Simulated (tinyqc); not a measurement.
What moves the Fermi level: Fermi-Dirac statistics of conduction electrons.

Non-parabolic band E (1 + alpha E) = c k^2/m: n = Nc (2/sqrt(pi)) integral_0^infinity sqrt(x (1 + a x)) (1 + 2 a x) dx/(1 + exp(x - eta)) with a = alpha kT and eta = (EF - Ec)/kT; a = 0 gives n = Nc F_1/2(eta).

Constants: hbar^2/2m0 = 3.80998211 eV angstrom^2; kB = 8.617333262e-05 eV/K.

Parameters, chosen for this exercise (near those of InAs, lowest valleys alone; not measured data): m = 0.026 m0 (density-of-states mass of the conduction band); T = 77 K; n = 1.8e+16 1/cm^3 (electron density); alpha = 2.33 1/eV (non-parabolicity).

N = 2 (m kB T/(4 pi c))^(3/2) with c = hbar^2/2m0, in 1/angstrom^3; times 1e24 for 1/cm^3.

One parameter was then changed.

Results before and after:

| case | parabolic EF - Ec (meV) | non-parabolic EF - Ec (meV) |
|---|---|---|
| base | 4.85 | 4.20 |
| changed | 7.51 | 7.09 |

Which of these changes was made? (a) alpha = 3.495 1/eV; (b) T = 52 K; (c) m = 0.0286 m0; (d) n = 9e+15 1/cm^3.

Answer: (b) T = 52 K. Of the candidates, run in turn, only this one gives the changed row.

All candidates:

| case | parabolic EF - Ec (meV) | non-parabolic EF - Ec (meV) |
|---|---|---|
| base | 4.85 | 4.20 |
| m = 0.0286 m0 | 3.51 | 2.89 |
| T = 52 K | 7.51 | 7.09 |
| n = 9e+15 1/cm^3 | -1.25 | -1.76 |
| alpha = 3.495 1/eV | 4.85 | 3.89 |

Program tinyqc; command `OMP_NUM_THREADS=1 python tinyqc.py 1681422 1681423 out.jsonl`; about 0.01 s on one thread of a shared Intel(R) Xeon(R) Processor @ 2.30GHz.
